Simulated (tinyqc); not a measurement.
## Two channel transmissions from conductance and noise

Problem. A contact has two spin-degenerate channels: G = (2 q^2/h)(T1 + T2), Fano factor F = [T1 (1 - T1) + T2 (1 - T2)]/(T1 + T2), T1 > T2. Find T1 and T2.

G in units of 2 q^2/h = 0.98
Fano factor = 0.47

Answer. With g = T1 + T2, T1^2 + T2^2 = g (1 - F), so (T1 - T2)^2 = 2 g (1 - F) - g^2.

T1 = 0.630
T2 = 0.350

Numbers from tinyqc (`OMP_NUM_THREADS=1 python tinyqc.py 2740043 2740044 out.jsonl`; about 0.04 s on one thread of a shared Intel Xeon 2.30GHz).
